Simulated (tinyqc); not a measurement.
Valley splitting in a one-orbital chain of atomic planes (second-neighbour model): one step. The bulk band. Three cases, with inputs chosen for the exercise.

Problem. E at phi = j pi/10.

Each (001) plane carries one orbital with energy e0, hopping v to the next plane and u to the second: E(phi) = e0 + 2 v cos(phi) + 2 u cos(2 phi), where phi = pi - k a/4 (the sign of every second orbital is chosen so that v > 0, which shifts the phase by pi). The minimum lies at cos(phi0) = -v/(4u), phi0 = pi - (pi/2) k0 for a valley at k0 (2 pi/a), and e0 puts it at zero. A slab of N planes has hard walls: the matrix simply ends.

Give: Band.

Case 1.

u = 0.5813430 eV
v = 0.5428473 eV
e0 = 1.2894112 eV

Solution.

Band:
```
phi/pi,E (eV)
0.0,3.5378
0.1,3.2626
0.2,2.5270
0.3,1.5683
0.4,0.6843
0.5,0.1267
0.6,0.0133
0.7,0.2920
0.8,0.7704
0.9,1.1975
1.0,1.3664
```

Case 2.

u = 0.5903952 eV
v = 0.4643593 eV
e0 = 1.2720977 eV

Solution.

Band:
```
phi/pi,E (eV)
0.0,3.3816
0.1,3.1106
0.2,2.3883
0.3,1.4531
0.4,0.6038
0.5,0.0913
0.6,0.0298
0.7,0.3613
0.8,0.8856
0.9,1.3441
1.0,1.5242
```

Case 3.

u = 0.6323960 eV
v = 0.6059626 eV
e0 = 1.4099506 eV

Solution.

Band:
```
phi/pi,E (eV)
0.0,3.8867
0.1,3.5858
0.2,2.7813
0.3,1.7315
0.4,0.7612
0.5,0.1452
0.6,0.0122
0.7,0.3068
0.8,0.8203
0.9,1.2806
1.0,1.4628
```

Computed by tinyqc, one run a case: `OMP_NUM_THREADS=1 python tinyqc.py N N+1 out.jsonl` with N = 1480036, 1480204, 1480205; one thread of a shared Intel(R) Xeon(R) Processor @ 2.30GHz, about 0.02 s a run at most.
